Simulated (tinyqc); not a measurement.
CCSD on RHF in the 6-31g basis, for H4, spin multiplicity 1, step by step (part 3 of 3). Computed by tinyqc, a small Python program that keeps every step (integrals from PySCF). Command: `OMP_NUM_THREADS=1 python tinyqc.py 20380 20381 out.jsonl` (the two numbers bound the seeds that draw the settings). One thread of a shared host (Intel(R) Xeon(R) Processor @ 2.60GHz), about 0.5 s of CPU time with the checks.

Geometry (angstrom):
```
atom         x         y         z
H     0.000000  0.000000  0.000000
H     0.000000  0.000000  0.836000
H     0.000000  0.000000  1.971000
H     0.000000  0.000000  2.807000
```

## CCSD: convergence

E_corr = 1/4 sum <ij||ab> t_ij^ab + 1/2 sum <ij||ab> t_i^a t_j^b; stop when the norm of the change is below 1e-8.

Course of the amplitude iterations:
```
update  correlation energy (hartree)  norm of the change
0                        -0.03780899                   -
1                        -0.04839753            8.16e-02
2                        -0.05188401            3.27e-02
3                        -0.05315907            1.44e-02
4                        -0.05366673            6.77e-03
5                        -0.05387987            3.34e-03
6                        -0.05397314            1.72e-03
7                        -0.05401534            9.23e-04
8                        -0.05403502            5.09e-04
9                        -0.05404448            2.86e-04
10                       -0.05404914            1.63e-04
11                       -0.05405151            9.37e-05
12                       -0.05405275            5.41e-05
13                       -0.05405340            3.13e-05
14                       -0.05405376            1.82e-05
15                       -0.05405395            1.06e-05
16                       -0.05405406            6.14e-06
17                       -0.05405413            3.57e-06
18                       -0.05405416            2.08e-06
19                       -0.05405418            1.21e-06
20                       -0.05405419            7.05e-07
21                       -0.05405420            4.10e-07
22                       -0.05405420            2.39e-07
23                       -0.05405421            1.39e-07
24                       -0.05405421            8.11e-08
25                       -0.05405421            4.72e-08
26                       -0.05405421            2.75e-08
27                       -0.05405421            1.60e-08
28                       -0.05405421            9.33e-09
```

Converged amplitudes (spin orbitals 1a, 1b, ...; amplitudes related by a flip of all spins are not repeated; the 24 largest):
```
from      to          t
2a 2b  3a 3b  -0.090959
1a 1b  3a 3b  -0.053282
1a 2b  3a 4b   0.042746
2a 2b  4a 4b  -0.034355
1a 2b  3a 8b  -0.032725
2a 2b  3a 7b   0.030218
2a 2b  5a 5b  -0.026629
1a 1b  4a 4b  -0.026517
1a 1b  3a 7b   0.025016
1a 2b  3b 8a   0.023370
1a 2b  3b 4a  -0.022497
1a 1b  8a 8b  -0.021712
2a 2b  6a 6b  -0.021188
1a 1b  5a 5b  -0.020382
1a 2a  3a 4a   0.020249
1a 1b  4a 8b   0.019537
1a 2b  7a 8b   0.019505
2a 2b  3a 5b  -0.019038
2a 2b  8a 8b  -0.018997
1a 2b  5a 6b   0.018823
1a 1b  7a 7b  -0.018149
2a 2b  7a 7b  -0.017197
1a 2b  3b 6a  -0.017164
1a 2b  5b 6a  -0.016901
```

CCSD total energy = -2.26937528 hartree

T1 diagnostic, norm of the one-spin t1 over sqrt(correlated electrons) = 0.006877

Converged in 28 updates.
